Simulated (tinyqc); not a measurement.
# Field-effect mobility of a thin-film transistor with band-tail and deep states (multiple trapping), step by step

A worked calculation. Computed by tinyqc, a small Python program that keeps every step. Command: `OMP_NUM_THREADS=1 python tinyqc.py 3024811 3024812 out.jsonl tft walk`. One thread of a shared host (Intel(R) Xeon(R) Processor @ 2.30GHz), about 0.05 s of CPU time with the checks. Intermediate numbers are printed to about 6 digits and carried at full precision; extremes and crossings named in words are read from the listed rows.

A thick film in accumulation at small drain voltage. Only free electrons move; trapped ones still screen the gate. N_c and mu_0 are held fixed when T changes, leaving out the T^(3/2) growth of N_c. x = E_0 - psi is the distance of the Fermi level below the band edge.

Inputs (values chosen for the exercise, modelled on amorphous In2O3): permittivity eps = 9; effective density of states N_c = 3.9e+18 1/cm^3; band mobility mu_0 = 49 cm^2/(V s); tail density at the edge g_t = 3.5e+19 1/(eV cm^3); tail width E_t = 32 meV; deep-state density g_d = 8.9e+16 1/(eV cm^3); flat-band Fermi level below the edge, E_0 = 0.65 eV; equivalent oxide thickness t = 200 nm; surface band bending psi_s as a fraction of E_0 = 0.56; temperature T = 350 K.

Deep states: included.

Constants: k_B = 8.617333262e-05 eV/K; e = 1.602176634e-19 C; eps_0 = 8.8541878128e-12 F/m.

## Free and trapped densities

F_j(eta) = int_0^infinity x^j/(1 + exp(x - eta)) dx, without a gamma-function factor. Integrals over x = E/(k_B T) use 160 Gauss-Legendre points in u = sqrt(x) from 0 to sqrt(max(eta, 0) + 32). Free n(x) = N_c (2/sqrt(pi)) F_1/2(-x/k_B T), with F_1/2 from its two-term series in exp(-x/k_B T) for x >= 12 k_B T; tail n_t(x) = int_0^1.2eV g_t exp(-E/E_t)/(1 + exp((x - E)/k_B T)) dE, E counted down from the edge, 120 Gauss-Legendre points; deep charge g_d psi; space charge rho(psi) = n + n_t + g_d psi less its value at psi = 0.

Local densities at x = 0.4, 0.3, 0.2, 0.15, 0.1, 0.05, 0 and -0.05 eV:
```
x (eV)   n (1/cm^3)  n_t (1/cm^3)  n/(n + n_t)
0.40    6.78138e+12   3.68806e+13     0.155315
0.30    1.86744e+14   6.86810e+14     0.213775
0.20    5.14031e+15   1.14313e+16     0.310188
0.15    2.69215e+16   4.30243e+16     0.384891
0.10    1.39838e+17   1.45708e+17     0.489721
0.05    6.97741e+17   4.03984e+17     0.633317
0.00    2.98407e+18   7.84953e+17     0.791736
-0.05   9.15503e+18   1.02786e+18     0.899060
```

E_t/k_B T = 1.06: the tail is narrower than about k_B T, so deep in the gap n_t roughly follows n, and the free share changes far less than n does.

## One gate voltage

Poisson: F(psi) = sqrt((2 e/(eps eps_0)) int_0^psi rho dpsi'); V_G - V_FB = psi_s + eps F(psi_s) t/3.9; free sheet density N_f = int (n - n(E_0))/F dpsi; induced sheet density N_i = eps eps_0 F(psi_s)/e; trapezoid rule on 301 even points in psi, the first interval left out of N_f. mu_eff = mu_0 N_f/N_i; field-effect mobility mu_FE = mu_0 e (dN_f/dV_G)/C_ox and swing S = dV_G/dlog10(N_f), by a central difference of +/- 2 mV in psi_s; C_ox = 3.9 eps_0/t.

surface field = 48.8748 kV/cm

V_G - V_FB = 2.61976 V

free sheet density N_f = 2.02374e+08 1/cm^2

induced sheet density N_i = 2.43089e+11 1/cm^2

effective mobility mu_eff = 0.0407930 cm^2/(V s)

field-effect mobility mu_FE = 0.373617 cm^2/(V s)

swing S = 567.461 mV/decade

0.083 % of the induced charge is free. mu_FE exceeds mu_eff because the free share is still growing with V_G. The swing is 8.17 times the ideal ln(10) k_B T/e.

## Transfer curve

The formulas are those given above.

Against the band bending:
```
psi_s (V)  V_G - V_FB (V)  N_f (1/cm^2)  mu_eff (cm^2/(V s))  mu_FE (cm^2/(V s))  S (mV/decade)
0.23               1.6502   4.06090e+06          1.30012e-03         7.19151e-03          591.5
0.33               2.3708   7.32853e+07          1.63285e-02         1.36295e-01          563.3
0.40               2.8919   5.99535e+08          1.09396e-01         1.06176e+00          591.6
0.47               3.5178   5.00476e+09          7.46646e-01         6.22649e+00          842.0
0.52               4.2612   2.21310e+10          2.68976e+00         1.43237e+01         1618.4
0.57               5.8210   8.92081e+10          7.72476e+00         2.35837e+01         3961.6
0.62               9.2269   3.05018e+11          1.61140e+01         3.28776e+01         9714.8
0.66              14.1415   6.99764e+11          2.36014e+01         3.93665e+01        18611.4
0.72              25.9757   1.81207e+12          3.26240e+01         4.48554e+01        42293.5
```

The steepest swing among the rows is 563 mV/decade, close to the estimate for deep states alone, ln(10)(k_B T/e)(1 + sqrt(e eps eps_0 g_d)/C_ox) = 498. mu_eff climbs from 0.0013 to 33, 67 % of mu_0 in the last row. Between rows 6 and 7 N_f scales as (V_G - V_FB - psi_s)^2.49; an exponential tail holding all the charge would give the larger of 1 and 2 E_t/k_B T - 1, here 1.12, and free charge alone 1; charge in deep states makes the exponent larger and lets it vary with V_G.

Checks made by the program: tail integral against adaptive quadrature (relative difference below 1e-10).
